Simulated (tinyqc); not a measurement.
# CMOS inverter, nodal equation and switching: effect of the drain-induced barrier lowering

An n-channel pull-down (bn, VTn) and a p-channel pull-up (bp, VTp) share the input Vin and the output node Vout, which carries the load C. Transistor (EKV form, voltages against the body): I = 2 n b Vt^2 [F(vp - Vs) - F(vp - Vd)] from drain to source, F(v) = ln^2(1 + exp(v/(2 Vt))), vp = (Vg - VT + sg |Vd - Vs|)/n. n-channel bodies are at 0; for the p-channel device all voltages are counted down from Vdd. b in uA/V^2 gives I in uA. Static: In = Ip. Transient: C dVout/dt = Ip - In. No velocity saturation, no gate capacitance beyond C.

VM solves In = Ip with Vin = Vout; VIL and VIH are the inputs of gain -1, NML = VIL - Vout(VIH), NMH = Vout(VIL) - VIH. For a step input the delay to Vdd/2 is tHL = C times the integral of dV/(In - Ip) from Vdd/2 to Vdd at Vin = Vdd, and tLH likewise with Ip - In from 0 to Vdd/2 at Vin = 0.

Parameters, values chosen for the exercise:

| symbol | value | unit | meaning |
|---|---|---|---|
| T | 300 | K | temperature |
| Vdd | 0.7 | V | supply voltage |
| n | 1.18 |  | slope factor |
| VTn | 0.44 | V | n-channel threshold |
| VTp | 0.26 | V | p-channel threshold (magnitude) |
| bn | 400 | uA/V^2 | gain factor of the pull-down transistor |
| bp | 520 | uA/V^2 | gain factor of the pull-up transistor |
| C | 0.36 | fF | load capacitance |

Constants: q = 1.602176634e-19 C, kB = 1.380649e-23 J/K, Vt = kB T/q. Results are converted to the units shown.

Result of one run:

| sg | VM (V) | gain at VM | NML (V) | NMH (V) | tHL (ps) | tLH (ps) |
|---|---|---|---|---|---|---|
| 0.13 | 0.4356 | -7.686 | 0.3580 | 0.1644 | 6.921 | 2.228 |

What becomes of these results when the drain-induced barrier lowering sg is changed from 0.13 to 0.1, all else the same?

Result of the changed run:

| sg | VM (V) | gain at VM | NML (V) | NMH (V) | tHL (ps) | tLH (ps) |
|---|---|---|---|---|---|---|
| 0.1 | 0.4376 | -9.990 | 0.3695 | 0.1765 | 7.619 | 2.369 |

The whole series:

| sg | VM (V) | gain at VM | NML (V) | NMH (V) | tHL (ps) | tLH (ps) |
|---|---|---|---|---|---|---|
| 0.01 | 0.4447 | -99.15 | 0.4036 | 0.2122 | 10.50 | 2.889 |
| 0.04 | 0.4422 | -24.94 | 0.3923 | 0.2004 | 9.380 | 2.697 |
| 0.07 | 0.4398 | -14.27 | 0.3809 | 0.1885 | 8.430 | 2.525 |
| 0.1 | 0.4376 | -9.990 | 0.3695 | 0.1765 | 7.619 | 2.369 |
| 0.13 | 0.4356 | -7.686 | 0.3580 | 0.1644 | 6.921 | 2.228 |
| 0.16 | 0.4336 | -6.245 | 0.3465 | 0.1522 | 6.316 | 2.101 |
| 0.19 | 0.4318 | -5.259 | 0.3349 | 0.1399 | 5.789 | 1.984 |
| 0.22 | 0.4301 | -4.542 | 0.3234 | 0.1276 | 5.326 | 1.878 |

As sg goes from 0.01 to 0.22, VM falls from 0.445 to 0.430 V, the size of the gain falls from 99.1 to 4.54, tHL falls from 10.5 to 5.33 ps and tLH falls from 2.89 to 1.88 ps. The smaller margin is largest, 0.212 V, at sg = 0.01 among the rows. Barrier lowering gives both transistors an output conductance, which caps the gain.

tinyqc, about 0.06 s, one thread, Intel Xeon 2.30GHz (shared host): `OMP_NUM_THREADS=1 python tinyqc.py 2340157 2340158 out.jsonl`
